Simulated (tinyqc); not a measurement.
Comparisons within one model: Fermi-Dirac statistics of conduction electrons. A value that a table varies takes the place of the one given here.

Non-parabolic band E (1 + alpha E) = c k^2/m: n = Nc (2/sqrt(pi)) integral_0^infinity sqrt(x (1 + a x)) (1 + 2 a x) dx/(1 + exp(x - eta)) with a = alpha kT and eta = (EF - Ec)/kT; a = 0 gives n = Nc F_1/2(eta).

Constants: hbar^2/2m0 = 3.80998211 eV angstrom^2; kB = 8.617333262e-05 eV/K.

Inputs chosen for the exercise (near those of Ge, lowest valleys alone; the results hold for these values, not for the real material): m = 0.5504 m0 (density-of-states mass of the conduction band); T = 200 K; alpha = 0.7 1/eV (non-parabolicity); m1 = 0.0807 m0 (mass of one isotropic band with spin); L = 100 angstrom (confinement length used to compare densities); n = 5.6e+17 1/cm^3 (electron density).

## Parabolic against non-parabolic filling

N = 2 (m kB T/(4 pi c))^(3/2) with c = hbar^2/2m0, in 1/angstrom^3; times 1e24 for 1/cm^3. k_F = (3 pi^2 n)^(1/3) and the energy E0 that solves E (1 + alpha E) = c k_F^2/m give the limit of zero temperature.

EF - Ec (meV):

| n (1/cm^3) | parabolic | non-parabolic | non-parabolic, 0 K |
|---|---|---|---|
| 6.0e+17 | -37.8 | -38.6 | 4.7 |
| 2.0e+18 | -15.5 | -16.4 | 10.4 |
| 8.0e+18 | 14.8 | 13.4 | 26.0 |
| 3.0e+19 | 59.6 | 56.0 | 61.3 |
| 8.0e+19 | 120.9 | 111.0 | 113.9 |
| 3.0e+20 | 296.1 | 250.7 | 252.3 |

What can be read from the table?

Non-parabolicity lowers EF by 0.8 meV at the lowest density and by 45.4 meV at the highest, where alpha (EF - Ec) = 0.18. Temperature lowers EF below its 0 K value by 43.3 meV at the lowest density and by 1.6 meV at the highest. EF enters the band between 2e+18 and 8e+18 1/cm^3. In Ge the Gamma and Delta valleys, 0.14 and 0.18 eV up, would start to fill in the rows with EF above about 100 meV.

## Dimension (statistics of electrons in three, two and one dimensions)

One band edge at E = 0, lambda = sqrt(4 pi c/(m1 kT)) with c = hbar^2/2m0. Densities with spin: n3 = (2/lambda^3) F_1/2(eta), n2 = (2/lambda^2) F_0(eta) with F_0 = ln(1 + exp(eta)), n1 = (2/lambda) F_-1/2(eta). F_j(eta) = (1/Gamma(j + 1)) integral_0^infinity x^j dx/(1 + exp(x - eta)), which tends to exp(eta) for eta << 0.

The last two columns turn the sheet and line densities into volume densities, n2/L and n1/L^2, over n3.

Densities:

| eta | n3 (1/cm^3) | n2 (1/cm^2) | n1 (1/cm) | (n2/L)/n3 | (n1/L^2)/n3 |
|---|---|---|---|---|---|
| -4 | 5.70e+15 | 1.05e+10 | 1.95e+04 | 1.85 | 3.42 |
| -2 | 4.05e+16 | 7.37e+10 | 1.33e+05 | 1.82 | 3.29 |
| -1 | 1.03e+17 | 1.82e+11 | 3.17e+05 | 1.77 | 3.09 |
| 0 | 2.40e+17 | 4.03e+11 | 6.52e+05 | 1.68 | 2.72 |
| 1 | 4.93e+17 | 7.63e+11 | 1.11e+06 | 1.55 | 2.24 |
| 2 | 8.84e+17 | 1.24e+12 | 1.58e+06 | 1.40 | 1.79 |
| 4 | 2.04e+18 | 2.33e+12 | 2.36e+06 | 1.14 | 1.16 |
| 8 | 5.43e+18 | 4.65e+12 | 3.42e+06 | 0.855 | 0.629 |

lambda = 185.5 angstrom

How do the results move?

Far below the edge all three follow exp(eta), and the ratios tend to lambda/L = 1.855 and its square. From eta = 4 to 8 the densities grow by 2.67, 1.99 and 1.45, near the powers 2^(3/2), 2 and 2^(1/2) that the densities of states E^(1/2), E^0 and E^(-1/2) give. One subband serves while EF stays several kT below the second, 8.1 kT up for hard walls; rows with a larger eta, if any, overfill it.

## What moves the Fermi level

N = 2 (m kB T/(4 pi c))^(3/2) with c = hbar^2/2m0, in 1/angstrom^3; times 1e24 for 1/cm^3. Each row changes one parameter from the base and keeps the others.

Results:

| case | parabolic EF - Ec (meV) | non-parabolic EF - Ec (meV) |
|---|---|---|
| base | -39.00 | -39.81 |
| m = 0.6054 m0 | -41.55 | -42.35 |
| T = 175 K | -30.99 | -31.62 |
| n = 2.8e+17 1/cm^3 | -51.26 | -52.05 |
| alpha = 1.05 1/eV | -39.00 | -40.21 |

What can be read from the table?

The largest shifts from the base row, up to three for each result and ties (the steps differ in size, so this ranks the rows, not the parameters). parabolic EF - Ec (meV): n -12.25, T +8.01, m -2.54; unchanged at the printed digits by alpha. non-parabolic EF - Ec (meV): n -12.23, T +8.20, m -2.54.

Program tinyqc; command `OMP_NUM_THREADS=1 python tinyqc.py 1651136 1651137 out.jsonl`; about 0.01 s on one thread of a shared Intel(R) Xeon(R) Processor @ 2.30GHz.
